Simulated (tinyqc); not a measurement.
Raising U: Hubbard chain of 3 sites, mean field against exact. Computed by the program tinyqc. Collinear unrestricted mean field (the lowest of 40 random starts) against exact diagonalisation.

one-body matrix (hopping and site energies) (eV):
```
         1        2        3
1   0.0000  -1.0000   0.0000
2  -1.0000   0.0000  -1.0000
3   0.0000  -1.0000   0.0000
```

electrons, up and down: 2  1

Exact and mean-field results (eV):

| U | U/t | E exact | E mean field | mean \|n_up - n_down\| | double occupancy, exact | first gap in the sector |
|---|---|---|---|---|---|---|
| 0.5000 | 0.5000 | -2.530746 | -2.519109 | 0.3672 | 0.1884 | 1.3446 |
| 1.0000 | 1.0000 | -2.263543 | -2.218389 | 0.4127 | 0.1678 | 1.2635 |
| 2.0000 | 2.0000 | -1.820089 | -1.666667 | 0.5556 | 0.1286 | 1.0880 |
| 3.0000 | 3.0000 | -1.485349 | -1.242812 | 0.7289 | 0.0960 | 0.9238 |
| 4.0000 | 4.0000 | -1.236068 | -0.964712 | 0.8375 | 0.0715 | 0.7866 |
| 6.0000 | 6.0000 | -0.906733 | -0.656881 | 0.9262 | 0.0416 | 0.5901 |
| 8.0000 | 8.0000 | -0.707712 | -0.495970 | 0.9584 | 0.0263 | 0.4651 |
| 12.0000 | 12.0000 | -0.486753 | -0.332160 | 0.9815 | 0.0128 | 0.3223 |
| 20.0000 | 20.0000 | -0.297052 | -0.199749 | 0.9933 | 0.0049 | 0.1975 |

What does the comparison show, and why?

In absolute terms mean field is worst at U/t = 4.0, 0.271 eV too high: at small U it is nearly exact, and at large U it misses only exchange-scale energies. Relative to the exact energy its error is 0.5 % at the smallest U, 33 % at most and 33 % at the largest. The double occupancy falls from 0.188 to 0.005; at the largest U the first gap is 0.99 times the exchange scale 4t^2/U.
